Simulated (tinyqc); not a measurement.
Keating valence-force model of a tetrahedral crystal: one step, computed by the program tinyqc. Command: `OMP_NUM_THREADS=1 python tinyqc.py 3012916 3012917 out.jsonl keating walk`. One thread of a shared host (Intel(R) Xeon(R) Processor @ 2.30GHz), about 0.03 s of CPU time with the checks.

Atom A sits at 0 and atom B at a/4 (1,1,1) of an fcc lattice; the four bonds from A are t = a/4 (1,1,1), a/4 (1,-1,-1), a/4 (-1,1,-1), a/4 (-1,-1,1), of length d = sqrt(3) a/4. Energy: E = (3 alpha/(8 d^2)) sum over bonds (r.r - d^2)^2 + (3 beta/(8 d^2)) sum over pairs of bonds at one atom (r_i.r_j + d^2/3)^2, with beta_A for the six pairs at A and beta_B for the six at B. The cell holds two atoms, Omega = a^3/4. 1 N/m = 1 J/m^2.

Task: Elastic constants and internal strain. beta = (beta_A + beta_B)/2; C11 = (alpha + 3 beta)/a, C12 = (alpha - beta)/a, C44 = 4 alpha beta/(a (alpha + beta)); with the two sublattices clamped C44(0) = (alpha + beta)/a; internal-strain parameter zeta = (alpha - beta)/(alpha + beta); B = (C11 + 2 C12)/3.

Inputs (values chosen for the exercise, for a model crystal):

| quantity | value | unit |
|---|---|---|
| lattice constant a | 5.328 | angstrom |
| bond stretching alpha | 108 | N/m |
| bond bending beta_A | 24.7 | N/m |
| bond bending beta_B | 24.7 | N/m |

Structure: zinc blende.

Give: C11; C12; C44; clamped C44(0); internal-strain parameter zeta; bulk modulus B.

Result:

C11 = 341.8 GPa

C12 = 156.3 GPa

C44 = 150.9 GPa

clamped C44(0) = 249.1 GPa

internal-strain parameter zeta = 0.6277

bulk modulus B = 218.2 GPa

Letting the sublattices shift lowers C44 by 39 %, which is zeta^2. A shear is shared between bond lengths and angles. The model fixes 2 C44 (C11 + C12)/((C11 - C12)(C11 + 3 C12)) = 1.000 whatever alpha and beta are.
